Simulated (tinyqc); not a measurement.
Carrier density against temperature: charge neutrality of a doped semiconductor with incomplete ionisation. Computed by tinyqc, a small Python program. Command: `OMP_NUM_THREADS=1 python tinyqc.py 3017826 3017827 out.jsonl dopant walk`. One thread of a shared host (Intel(R) Xeon(R) Processor @ 2.30GHz), about 0.02 s of CPU time with the checks.

Energies are counted from the top of the valence band; E_D is measured down from the conduction band and E_A up from the valence band.

Inputs (values chosen for the exercise, modelled on AlN):

| quantity | value | unit |
|---|---|---|
| gap at 0 K E_g0 | 6.09 | eV |
| Varshni alpha | 0.00173 | eV/K |
| Varshni beta | 1450 | K |
| electron mass m_e | 0.331 | m_0 |
| valleys M_c | 1 | - |
| hole mass m_h | 2.58 | m_0 |
| donor density N_D | 1.4e+19 | cm^-3 |
| acceptor density N_A | 0 | cm^-3 |
| donor depth E_D | 0.254 | eV |
| donor degeneracy g_D | 2 | - |

Doping: n-type. Statistics of the bands: Boltzmann.

Constants: k_B = 8.617333262e-05 eV/K; m_0 = 9.1093837015e-31 kg; k_B = 1.380649e-23 J/K; h = 6.62607015e-34 J s.

Method:
- E_g = E_g0 - alpha T^2/(T + beta).
- N_c = 2 M_c (2 pi m_e k_B T/h^2)^(3/2) and N_v = 2 (2 pi m_h k_B T/h^2)^(3/2), masses in units of m_0.
- n = N_c exp((E_F - E_g)/k_B T), p = N_v exp(-E_F/k_B T).
- N_D+ = N_D/(1 + g_D exp((E_F - E_g + E_D)/k_B T)).
- Neutrality: p + N_D+ = n + N_A-; the log ratio is ln[(p + N_D+)/(n + N_A-)].
- Neutrality is solved by bisection at each T. The last column is -k_B d ln(n T^-3/4)/d(1/T) from this row and the one above; it turns negative as ionisation nears completion, when the density grows more slowly than that power of T.

Against temperature:

| T (K) | n (cm^-3) | E_F from the band edge (eV) | ionised share | activation energy (eV) |
|---|---|---|---|---|
| 110 | 4.1377e+12 | 0.11806 | 2.9555e-07 | - |
| 130 | 3.6842e+13 | 0.11784 | 2.6316e-06 | 0.12700 |
| 180 | 1.0964e+15 | 0.11810 | 7.8312e-05 | 0.12700 |
| 270 | 2.2750e+16 | 0.12074 | 1.6250e-03 | 0.12696 |
| 300 | 4.2466e+16 | 0.12211 | 3.0333e-03 | 0.12684 |
| 420 | 2.2101e+17 | 0.12951 | 1.5786e-02 | 0.12642 |
| 600 | 8.0964e+17 | 0.14555 | 5.7831e-02 | 0.12437 |
| 660 | 1.0762e+18 | 0.15205 | 7.6869e-02 | 0.12120 |

Between the two coldest rows the activation energy is 0.127 eV, 0.50 of the dopant depth: without compensation E_F sits halfway between level and band, so half the depth shows. No row comes within 10 % of the net doping.
